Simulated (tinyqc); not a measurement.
Inside a calculation. Model: self-heating of a transistor with one or more fingers, with temperature-dependent conductivity. Computed by tinyqc, a small Python program that keeps every step. Command: `OMP_NUM_THREADS=1 python tinyqc.py 3017744 3017745 out.jsonl selfheat walk`. One thread of a shared host (Intel(R) Xeon(R) Processor @ 2.30GHz), about 0.05 s of CPU time with the checks. Intermediate numbers are printed to about 6 digits and carried at full precision; extremes and crossings named in words are read from the listed rows.

N long parallel fingers lie on the top face of a slab whose bottom is held at T_0; the top is otherwise insulated, and heat flows in two dimensions. P in W/mm is 1000 P in W/m.

Inputs (values chosen for the exercise, modelled on silicon carbide):
```
quantity,value,unit
conductivity at the base temperature kappa_0,317,W/(m K)
exponent m in kappa ~ T^-m,1.6,-
base temperature T_0,358,K
power per gate width P,9.1,W/mm
fingers N,3,-
finger pitch s,16,micrometre
width of the heat source w,0.12,micrometre
substrate thickness t,67,micrometre
phonon free path Lambda,180,nm
heat capacity C,2.13,1e6 J/(m^3 K)
pulse length,55,microsecond
power coefficient beta,0.6,1e-3/K
```

Power: power rises with temperature.

## Geometry factors

A line source of power P on the top face raises the top at distance x by (P/(pi kappa_0)) g(x), g(x) = -ln tanh(pi x/(4 t)) (the image sum for the slab). On a strip of width w the centre sees the mean of g over the strip, g_0 = 1 + ln(8 t/(pi w)) for w much below t.

own factor g_0 = 8.25967

g(j s), j = 1..7: [1.68530, 1.02594, 0.67343, 0.45368, 0.30897, 0.21144, 0.14502]

## Linear temperature rise of each finger

theta_i = (P/(pi kappa_0)) [g_0 + sum over j != i of g(|i - j| s)], with equal powers and constant conductivity; thermal resistance = largest theta/P.

theta of each finger (K): [100.248, 106.273, 100.248]

largest theta = 106.273 K

thermal resistance = 11.6783 K mm/W

The neighbours supply 29 % of the rise of the hottest finger, which runs 6.0 K above the outer ones. Caution: the source is narrower than two phonon free paths, so the Fourier result understates the rise at the source.

## Correction for the falling conductivity

Kirchhoff transformation for kappa = kappa_0 (T/T_0)^-m: T = T_0 [1 - (m - 1) theta/T_0]^(-1/(m - 1)), where theta is the linear rise. The bracket vanishes at the power P T_0/((m - 1) theta).

peak temperature = 496.433 K

true rise = 138.433 K

true rise / linear rise = 1.30262

power at which the formula diverges = 51.0918 W/mm

The falling conductivity adds 30.3 % to the rise.

## Extra rise from ballistic phonons

Near a source smaller than the free path, Fourier's law overstates the flow. Rough estimate: a strip that emits phonons into a half space adds a resistance times area of 4 Lambda/(3 kappa_0), from the ballistic flux C v Delta T/4 with kappa_0 = C v Lambda/3, so Delta T_b = 4 Lambda P/(3 kappa_0 w); Knudsen number Lambda/w.

Knudsen number = 1.5

ballistic rise Delta T_b = 57.4132 K

Delta T_b / largest theta = 0.540244

The ballistic term is a large share: this rough estimate calls for a transport calculation.

## Electrothermal feedback

The power follows P [1 + beta (T - T_0)] with T the peak temperature, for all fingers alike. Start at T_0 and repeat; stop when T changes by less than 1e-6 K, after 50 steps, or when the bracket falls below 0.05.

Iterations:
```
step,power (W/mm),T (K),change (K)
1,9.10000,496.433,1.38433e+02
2,9.85585,511.692,1.52583e+01
3,9.93916,513.419,1.72763e+00
4,9.94859,513.615,1.96200e-01
5,9.94966,513.638,2.22893e-02
6,9.94978,513.640,2.53226e-03
7,9.94980,513.641,2.87689e-04
8,9.94980,513.641,3.26843e-05
9,9.94980,513.641,3.71325e-06
10,9.94980,513.641,4.21861e-07
```

converged (1 yes, 0 no) = 1

peak temperature with feedback = 513.641 K

Converged in 10 steps; feedback adds 17.2 K.

## Rise at the end of a pulse

After switching on, theta(tau) = (P D/kappa_0) int_0^tau X(u) Z(u) du at the hottest finger, D = kappa_0/C; X = sum over fingers at distance x of [erf((x + w/2)/r) - erf((x - w/2)/r)]/(2 w), Z = sum_(j=-200..200) (-1)^j exp(-(2 j t/r)^2)/sqrt(pi D u), r = 2 sqrt(D u); trapezoid rule on 300 points evenly spaced in ln u from u_0 = 1e-3 min(tau, w^2/D) to tau, plus the exact piece 2 sqrt(u_0/(pi D))/w below u_0. Conductivity and power are held at their base values here, and Fourier's law is used even where the diffusion length is near a phonon free path.

diffusivity D = 148.826 micrometre^2/microsecond

diffusion length sqrt(D tau) = 90.4735 micrometre

linear rise after the pulse = 106.12 K

share of the steady rise = 0.9986

## Rise against time

The formulas are those given above.

Heating curve:
```
time (microsecond),sqrt(D time) (micrometre),rise (K),share of the steady rise
3.00e-05,0.0668191,14.116,0.1328
3.00e-04,0.211300,24.368,0.2293
0.003,0.668191,34.861,0.328
0.03,2.11300,45.378,0.427
0.3,6.68191,56.908,0.5355
1.5,14.9412,71.837,0.676
6,29.8824,89.008,0.8375
18,51.7578,101.6,0.956
45,81.8363,105.91,0.9966
```

Half the steady rise is reached between 0.030 and 0.30 microseconds, and the last row holds 99.7 % of it; the slowest time constant is 4 t^2/(pi^2 D) = 12.2 microseconds. While the diffusion length lies between w and the pitch or thickness, the rise grows as the logarithm of time; once it nears the pitch of 16 micrometre the neighbours add their heat.

Checks made by the program: g(s) against the alternating image sum (relative difference 7e-07); Kirchhoff integral of kappa/kappa_0 from T_0 to T (relative difference below 1e-10); long-time limit against the steady rise (relative difference 2e-05).
